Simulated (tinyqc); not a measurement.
# Electroplating on a thin resistive seed layer: kinetics, Wagner number and the terminal effect across a wafer, step by step

A worked calculation. Computed by tinyqc, a small Python program that keeps every step. Command: `OMP_NUM_THREADS=1 python tinyqc.py 3120253 3120254 out.jsonl terminal walk`. One thread of a shared host (Intel(R) Xeon(R) Processor @ 2.30GHz), about 0.03 s of CPU time with the checks. Intermediate numbers are printed to about 7 digits and carried at full precision; extremes and crossings named in words are read from the listed rows.

Current enters the seed at the rim. The bath is treated as a local resistance per area (no lateral flow in the liquid), two electrons per ion, molar volume 7.11 cm^3/mol, Faraday constant F = e N_A, kinematic viscosity 0.01 cm^2/s, omega = 2 pi x rpm/60; k_B T/e is in volts.

Inputs (values chosen for the exercise, of the order of those for copper plating from an acid sulfate bath):
```
quantity,value,unit
wafer radius R,7.5,cm
seed thickness t,30,nm
seed resistivity,10,microohm cm
bath conductivity kappa,0.45,S/cm
gap to the anode h,11,cm
extra resistance of a porous plate,0,ohm cm^2
exchange current density i_0,0.04,mA/cm^2
cathodic transfer coefficient alpha,0.63,-
mean current density,28,mA/cm^2
diffusivity of the metal ion,6.7e-06,cm^2/s
metal ion concentration,0.41,mol/L
rotation rate,100,rpm
temperature T,298,K
```

Constants: e = 1.602176634e-19 C; N_A = 6.02214076e+23 1/mol; k_B = 8.617333262e-05 eV/K.

## Rate, limit and resistances

Growth rate = i V_m/(2 F). Levich limit i_L = 0.62 x 2 F D^(2/3) omega^(1/2) nu^(-1/6) c. Tafel overpotential eta = (k_B T/(alpha e)) ln(i/i_0); kinetic resistance k_B T/(alpha e i); bath resistance h/kappa + plate; R_s = resistivity/t; Wagner number = kinetic resistance x kappa/R.

growth rate = 618.9956 nm/min

limiting current i_L = 121.5433 mA/cm^2

overpotential = 267.0309 mV

kinetic resistance = 1.455763 ohm cm^2

bath resistance R_b = 24.44444 ohm cm^2

sheet resistance R_s = 3.333333 ohm/square

Wagner number = 0.08734576

## Linear estimate of the terminal effect

Linearised: with R_t = kinetic + bath resistance the current density obeys (1/r)(r i')' = i R_s/R_t, so i = A I_0(r/l), l = sqrt(R_t/R_s); with x = R/l, edge/centre = I_0(x) and edge/mean = x I_0(x)/(2 I_1(x)). Voltage drop in the seed for a uniform current: i R_s R^2/4.

length l = 2.787483 cm

x = R/l = 2.690599

edge over centre, linear = 3.813417

edge over mean, linear = 1.715437

drop for uniform current = 1312.5 mV

## Current distribution

Full model: seed potential phi(r) with (1/r)(r phi')' = R_s i, where i solves phi = R_b i + (k_B T/(alpha e)) ln(i/i_0) (phi being the driving voltage left at r); phi'(0) = 0 and phi'(R) = R_s i_mean R/2. Solved by collocation to a tolerance of 1e-7.

Across the wafer:
```
r/R,i (mA/cm^2),i/mean,"i/mean, linear"
0.00,12.79574,0.456991,0.449843
0.20,13.68233,0.488655,0.483002
0.40,16.56741,0.591693,0.589844
0.60,22.17760,0.792057,0.794273
0.75,28.98248,1.035088,1.038406
0.90,39.03445,1.394088,1.394172
1.00,48.20929,1.721760,1.715437
```

edge over centre, full model = 3.767604

The full model gives 3.77 against 3.81 from the linear form; the kinetic resistance, which the linear form holds fixed, is a small part of R_t here.

## As the film thickens, and with more bath resistance

The film is taken as uniform, with the seed resistivity; the last column adds 100 ohm cm^2 to R_b. Extra power of that plate = i^2 x 100 ohm cm^2 x area.

Edge over centre:
```
thickness (nm),R_s (ohm/square),as given,with 100 ohm cm^2 more
30,3.333333,3.767604,1.408374
45,2.222222,2.610968,1.264026
60,1.666667,2.126528,1.194996
90,1.111111,1.699207,1.128008
150,0.666667,1.395777,1.075861
300,0.333333,1.189303,1.037580
600,0.166667,1.092555,1.018703
```

extra power = 13.85442 W

The ratio falls below 1.1 from 600 nm on as given, and from 150 nm on with the added resistance: what counts is R_s R^2 against the sum of kinetic and bath resistance.

Checks made by the program: mean of the distribution (relative difference 2e-07).
